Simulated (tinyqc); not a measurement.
Shockley state of an s-p chain by decimation: sweeps and comparisons. A value that a table varies takes the place of the one given here.

Each site has s at -d/2 and p at +d/2: H0 = diag(-d/2, d/2). The block to the next site on the right is H1 = [[-ts, u], [-u, tp]] (rows s, p of site n; columns s, p of site n + 1). Bulk: H(k) = [[-d/2 - 2 ts cos k, 2i u sin k], [-2i u sin k, d/2 + 2 tp cos k]]. The bands are inverted at k = pi if d < 2 (ts + tp).

Decimation (Sancho-Rubio) at z = E + i eta: start with es = e = H0, A = H1, B = H1^T. Each round forms g = (z - e)^-1 and sets es += A g B, e += A g B + B g A, A = A g A, B = B g B, doubling the length covered. Stop when all |A| < 1e-10. Surface G = (z - es)^-1, bulk G = (z - e)^-1; densities -Im tr G/pi.

Parameters, chosen for this exercise: d = 4.23 eV (Ep - Es); ts = 1.29 eV (s-s hopping); tp = 1.58 eV (p-p hopping); u = 0.59 eV (s-p hopping); eta = 0.01 eV (broadening); E1 = -1.15 eV (first energy); dE = 0.178 eV (step); E = -0.23 eV (energy).

## Surface against bulk across the gap

Eleven energies E1 + j dE.

Densities (1/eV):

| E (eV) | surface | bulk |
|---|---|---|
| -1.150 | 0.2065 | 0.2966 |
| -0.972 | 0.1250 | 1.9212 |
| -0.794 | 0.0078 | 0.0254 |
| -0.616 | 0.0097 | 0.0082 |
| -0.438 | 0.0256 | 0.0049 |
| -0.260 | 0.5383 | 0.0042 |
| -0.082 | 0.0705 | 0.0048 |
| 0.096 | 0.0144 | 0.0078 |
| 0.274 | 0.0083 | 0.0252 |
| 0.452 | 0.1051 | 3.2264 |
| 0.630 | 0.1444 | 0.2742 |

edges of the bulk gap (201 k points) (eV): -0.9475  0.4331

What can be read from the table?

Inside the gap the bulk density is only the tail of the broadening, at least 0.0042. The surface density peaks at -0.260 eV among these rows (0.538); a chain of 60 sites puts the surface level at -0.2137 eV.

## Through the band inversion

d = f 2 (ts + tp). Gap edges from 201 k points; levels in the gap from an open chain of 60 sites (their mean, and the weight on the two end sites summed over them, divided by their number); a dash: none.

Against d:

| f | d (eV) | top of lower band (eV) | bottom of upper band (eV) | levels in the gap | mean level (eV) | end weight |
|---|---|---|---|---|---|---|
| 0.10 | 0.574 | -1.2007 | 1.1308 | 2 | -0.0290 | 0.819 |
| 0.30 | 1.722 | -1.2122 | 1.0027 | 2 | -0.0870 | 0.753 |
| 0.50 | 2.870 | -1.1551 | 0.8062 | 2 | -0.1450 | 0.621 |
| 0.70 | 4.018 | -0.9955 | 0.5069 | 2 | -0.2030 | 0.422 |
| 0.85 | 4.879 | -0.7205 | 0.1405 | 2 | -0.2465 | 0.230 |
| 1.15 | 6.601 | -0.7205 | 0.1405 | 0 | - | - |
| 1.30 | 7.462 | -1.1510 | 0.5710 | 0 | - | - |
| 1.60 | 9.184 | -2.0120 | 1.4320 | 0 | - | - |

How do the results move?

Levels in the gap appear for f = 0.1, 0.3, 0.5, 0.7 and 0.85 and for none of the other rows; the gap closes at f = 1. The level lies at -0.0290 eV for f = 0.1 and -0.2465 eV for f = 0.85, on the line E = d (ts - tp)/(2 (ts + tp)), and its end weight goes from 0.82 to 0.23: no shift of the surface potential is needed, the inversion alone binds it.

## What each parameter does

Gap edges from 201 k points between 0 and pi, and the surface density at E by decimation. Each row changes one parameter from the base and keeps the others.

Results:

| case | top of lower band (eV) | bottom of upper band (eV) | surface density (1/eV) |
|---|---|---|---|
| base | -0.9475 | 0.4331 | 3.2964 |
| d = 4.653 eV | -0.8193 | 0.2535 | 7.1808 |
| ts = 1.419 eV | -0.8900 | 0.6214 | 0.0964 |
| tp = 1.738 eV | -1.1280 | 0.3901 | 0.1909 |
| u = 0.649 eV | -0.9951 | 0.4578 | 3.4228 |
| eta = 0.02 eV | -0.9475 | 0.4331 | 3.6215 |

How do the results move?

The largest shifts from the base row, up to three for each result and ties (the steps differ in size, so this ranks the rows, not the parameters). top of lower band (eV): tp -0.1805, d +0.1282, ts +0.0575; unchanged at the printed digits by eta. bottom of upper band (eV): ts +0.1883, d -0.1796, tp -0.0430; unchanged at the printed digits by eta. surface density (1/eV): d +3.8844, ts -3.2000, tp -3.1055. The base chain is inverted, so a surface state lies in the gap; E lies in the gap.

(tinyqc, `OMP_NUM_THREADS=1 python tinyqc.py 1452698 1452699 out.jsonl`, Intel(R) Xeon(R) Processor @ 2.30GHz, 1 thread, shared host, about 0.2 s.)
